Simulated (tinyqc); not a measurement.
# Worked calculation: on-chip interconnect, size-dependent resistivity and RC delay

Program tinyqc, `OMP_NUM_THREADS=1 python tinyqc.py 2100039 2100040 out.jsonl`; Intel Xeon 2.30GHz, shared host, one thread, about 0.01 s. Printed values are rounded.

A rectangular line between two neighbours and two ground planes. Surface and grain-boundary scattering are added to the bulk resistivity as corrections; capacitances are parallel-plate values without fringing; inductance is ignored.

Inputs (values chosen for the exercise); metal values close to those of copper:
```
symbol,value,unit,meaning
rho0,1.67,uohm cm,bulk resistivity
lam,41,nm,bulk mean free path
ps,0.5,,specular share of surface scattering
Rg,0.26,,reflection coefficient of grain boundaries
gr,2,,grain size over the metal width
wd,11,nm,drawn line width
AR,1.9,,"aspect ratio, height over width"
tl,1.3,nm,"liner on both walls and the bottom, not conducting"
sp,11,nm,space to the neighbouring lines
hd,24,nm,dielectric height to the planes above and below
ek,2.7,,relative permittivity of the dielectric
Mf,1,,Miller factor of the neighbours
Lw,390,um,line length
Rd,4000,ohm,driver resistance
Cl,0.079,fF,load capacitance
dt,990,ps,time step
```

Constants: eps0 = 8.8541878128e-12 F/m. Results are converted to the units shown.

Range of the model: The metal width is under the mean free path, where the thick-limit surface term and the simple sum of corrections lose accuracy.

## Resistivity, resistance and capacitance per length

Metal width x = wd - 2 tl, height y = AR wd - tl; grain boundaries (Mayadas-Shatzkes): al = (lam/(gr x)) Rg/(1 - Rg), g = 1/[1 - 3 al/2 + 3 al^2 - 3 al^3 ln(1 + 1/al)] - 1; surfaces (Fuchs-Sondheimer, thick limit): s = (3/8) lam (1 - ps)(1/x + 1/y); rho = rho0 (1 + g + s); r = rho/(x y); c = eps0 ek (2 wd/hd + 2 Mf AR wd/sp).

x = 8.4 nm
y = 19.6 nm
al = 0.857465
g = 1.18552
s = 1.30740
rho = 5.83318 uohm cm
r = 354.299 ohm/um
c = 0.112758 fF/um

rho is 3.49 times the bulk value; surfaces add more (1.31 against 1.19). The liner takes 28.4 % of the cross-section.

## Ladder and Elmore delays

4 equal pi sections: series Rs = r Lw/4; node capacitances c Lw/4, halved at nodes 0 and 4, with Cl added to node 4; Rd feeds node 0. Elmore delay of node k: the sum, over the resistors on the path to k, of resistance times all capacitance downstream of it.

Rs = 34544.2 ohm
C, node 0 to 4 (fF): [5.49696, 10.9939, 10.9939, 10.9939, 5.57596]
Elmore delay, node 0 to 4 (ps): [176.219, 1508.16, 2460.33, 3032.72, 3225.34]

The far-end value equals Rd (c Lw + Cl) + r Lw (c Lw/2 + Cl) for any number of pi sections; the line resistance contributes 94.5 % of it.

## Step 1: node voltages after a time step

v at t = 0, node 0 to 4 (V): [0, 0, 0, 0, 0]

A 1 V step is applied behind Rd at t = 0. C dv/dt = -G v + b, with G the conductance matrix of the ladder (1/Rs between neighbours, 1/Rd added at node 0) and b = (1 V/Rd, 0, ...). Backward Euler step: (C/dt + G) v(new) = (C/dt) v + b.

v at t = 1 dt, node 0 to 4 (V): [0.931138, 0.515038, 0.296513, 0.191733, 0.160505]

## Step 2: node voltages after a time step

As before.

v at t = 2 dt, node 0 to 4 (V): [0.968296, 0.701625, 0.506530, 0.392001, 0.354296]

## Course in time

A 1 V step is applied behind Rd at t = 0. C dv/dt = -G v + b, with G the conductance matrix of the ladder (1/Rs between neighbours, 1/Rd added at node 0) and b = (1 V/Rd, 0, ...). Backward Euler step: (C/dt + G) v(new) = (C/dt) v + b. The last column solves the same ladder exactly by its modes.

Voltages (V):
```
t (ps)   node 0  node 2  node 4  node 4, exact
990.0    0.9311  0.2965  0.1605         0.1518
1980     0.9683  0.5065  0.3543         0.4056
2970     0.9785  0.6469  0.5205         0.5907
3960     0.9847  0.7447  0.6486         0.7185
4950     0.9889  0.8147  0.7437         0.8064
5940     0.9920  0.8653  0.8133         0.8668
6930     0.9941  0.9020  0.8641         0.9084
7920     0.9957  0.9287  0.9011         0.9370
8910     0.9969  0.9481  0.9281         0.9567
9900     0.9977  0.9622  0.9477         0.9702
1.089e4  0.9984  0.9725  0.9619         0.9795
1.188e4  0.9988  0.9800  0.9723         0.9859
```

The far end of the ladder reaches 0.5 V at 2440 ps, 0.756 of its Elmore delay (ln 2 = 0.693 for a single pole); the slowest mode has a time constant of 2645 ps. The largest error of the backward Euler steps at that node is 70 mV.
